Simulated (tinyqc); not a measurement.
From results back to parameters: coherent potential approximation for a binary alloy with a semi-elliptic band. Two cases, with inputs chosen for the exercise.

Problem. With levels eA = -x d and eB = (1 - x) d on a semi-elliptic band of half width W, the alloy density has second moment W^2/4 + x (1 - x) d^2 and third moment x (1 - x)(1 - 2x) d^3 about its centre (exact, and kept by the CPA). The moments below come from hidden x and d > 0.

Case 1.

Values chosen: W = 4.9 eV (half width of the pure band).
second moment = 6.502534 eV^2
third moment = 0.881460 eV^3

Case 2.

Values chosen: W = 1.9 eV (half width of the pure band).
second moment = 2.208805 eV^2
third moment = 0.179486 eV^3

Find: d; x.

Solution. v = m2 - W^2/4 = x (1 - x) d^2 and u = m3/v = (1 - 2x) d; then d^2 = u^2 + 4v and x = (1 - u/d)/2.

Case 1.

d = 2.26 eV
x = 0.11

Case 2.

d = 2.29 eV
x = 0.47

Computed by tinyqc, one run a case: `OMP_NUM_THREADS=1 python tinyqc.py N N+1 out.jsonl` with N = 1450558, 1450698; one thread of a shared Intel(R) Xeon(R) Processor @ 2.30GHz, about 0.01 s a run at most.
